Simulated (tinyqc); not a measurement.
Raising U: Hubbard chain of 2 sites, mean field against exact. Computed by the program tinyqc. 

one-body matrix (hopping and site energies) (eV):
```
         1        2
1   0.0000  -1.4400
2  -1.4400   0.0000
```

electrons, up and down: 1  1

Collinear unrestricted mean field (the lowest of 40 random starts) against exact diagonalisation.

Exact and mean-field results (eV):
```
U          U/t   E exact  E mean field  mean |n_up - n_down|  double occupancy, exact  first gap in the sector
0.720    0.500  -2.54241      -2.52000                 0.000                    0.219                    2.542
1.440    1.000  -2.24864      -2.16000                 0.000                    0.189                    2.249
2.880    2.000  -1.77994      -1.44000              5.18e-04                    0.138                    1.780
4.320    3.000  -1.44000      -0.96000                 0.745                    0.100                    1.440
5.760    4.000  -1.19294      -0.72000                 0.866                    0.073                    1.193
8.640    6.000  -0.87199      -0.48000                 0.943                    0.042                    0.872
11.520   8.000  -0.67988      -0.36000                 0.968                    0.026                    0.680
17.280  12.000  -0.46736      -0.24000                 0.986                    0.013                    0.467
28.800  20.000  -0.28518      -0.14400                 0.995                 4.85e-03                    0.285
```

In absolute terms mean field is worst at U/t = 3.0, 0.480 eV too high: at small U it is nearly exact, and at large U it misses only exchange-scale energies. For the symmetric dimer the instability lies at U = 2t. Its local moments set in at U/t = 3.0 of those listed, a broken symmetry that the exact state of a finite cluster with equal spins does not have. Relative to the exact energy its error is 0.9 % at the smallest U, 50 % at most and 50 % at the largest. The double occupancy falls from 0.219 to 0.005; at the largest U the first gap is 0.99 times the exchange scale 4t^2/U.
